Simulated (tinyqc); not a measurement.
# Worked calculation: one-diode model of a solar cell

tinyqc, about 0.01 s, one thread, Intel Xeon 2.30GHz (shared host): `OMP_NUM_THREADS=1 python tinyqc.py 2280044 2280045 out.jsonl` Printed values are rounded.

J is the current delivered and Vj = V + J Rs the junction voltage. J = X JL - J01 (exp(Vj/(n1 Vt)) - 1) - Vj/Rp. The photocurrent does not depend on voltage.

Values chosen for this exercise; values of the order met in cells of silicon:
- T = 323 K (temperature)
- JL = 38 mA/cm^2 (photocurrent at one sun)
- X = 0.1 suns (concentration)
- J01 = 1.5e-6 A/cm^2 (saturation current of the diode)
- n1 = 1.75 (ideality factor of the diode)
- Rs = 0 ohm cm^2 (series resistance)
- Rp = 1000 ohm cm^2 (shunt resistance)
- Pin = 100 mW/cm^2 (incident power at one sun)

Constants: q = 1.602176634e-19 C, kB = 1.380649e-23 J/K, Vt = kB T/q. Results are converted to the units shown.

## Starting value

Vj = 0.34 V.

Vj at the start = 0.34 V

## Iteration 1: new Vj

Maximum power: dP/dVj = f = J (1 + 2 Rs G) - G Vj = 0. G = -dJ/dVj = J01 exp(Vj/(n1 Vt))/(n1 Vt) + 1/Rp. H = dG/dVj; f' = -2 G - 2 Rs G^2 + (2 Rs J - Vj) H; Vj(new) = Vj - f/f'.

J = 1.84886 mA/cm^2
G = 0.0341073 S/cm^2
H = 0.679688 S/(cm^2 V)
f = -9.74761 mA/cm^2
f' = -0.299309 S/cm^2
Vj after iteration 1 = 0.307433 V

## Iteration 2: new Vj

As before.

J = 2.66771 mA/cm^2
G = 0.0179650 S/cm^2
H = 0.348290 S/(cm^2 V)
f = -2.85533 mA/cm^2
f' = -0.143006 S/cm^2
Vj after iteration 2 = 0.287466 V

## Course of the iteration

Stop when the step is below 1e-10 V, or after 60 iterations.

Course of the iteration:
```
iteration  Vj before the step (V)   step (V)
1                            0.34    -0.0326
2                        0.307433    -0.0200
3                        0.287466   -6.14e-3
4                        0.281325   -4.68e-4
5                        0.280857   -2.49e-6
6                        0.280854  -7.01e-11
```

Converged in 6 iterations.

## Figures of merit

Jsc at V = 0, Voc at J = 0, the maximum power point where J (1 + 2 Rs G) = G Vj with G = -dJ/dVj; FF = Vmp Jmp/(Voc Jsc); efficiency Vmp Jmp/(X Pin). Empirical fill factor without parasitics FF0 = (v - ln(v + 0.72))/(v + 1), v = Voc/(n1 Vt).

Jsc = 3.8 mA/cm^2
Voc = 0.376687 V
Vmp = 0.280854 V
Jmp = 3.04180 mA/cm^2
FF = 0.596827
efficiency = 8.54303 %
FF0 = 0.641081

FF is 6.9 % below FF0. Removing one loss at a time changes the efficiency by: shunt +0.81 points.
